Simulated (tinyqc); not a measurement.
## Inverter chain driving a load

N inverters, each f = Hc^(1/N) times larger than the one before: delay tau N (f + pp). Switched capacitance in units of the first input, with output capacitance pp times the input: Hc + (1 + pp)(Hc - 1)/(f - 1).

Parameters, values chosen for the exercise: load over the input capacitance of the chain Hc = 22; parasitic delay of an inverter pp = 1; delay unit tau = 4.5 ps.

Inverter chain driving a load:
```
N	f	delay (ps)	switched capacitance
1	22.00	103.5	24.00
2	4.690	51.21	33.38
3	2.802	51.33	45.31
4	2.166	56.98	58.03
5	1.856	64.25	71.09
6	1.674	72.20	84.32
```

What does the comparison show?

The delay goes from 104 through a minimum of 51.2 (at N = 2 among the rows listed) to 72.2 ps. The best stage effort solves pp + rho (1 - ln rho) = 0, rho = 3.59, which gives N = ln Hc/ln rho = 2.42. One stage fewer than the best costs 100 % in delay and saves 28 % of the switched capacitance.

Computed by the program tinyqc: `OMP_NUM_THREADS=1 python tinyqc.py 2082175 2082176 out.jsonl`, one thread of a shared Intel Xeon 2.30GHz, about 0.01 s for the whole run.
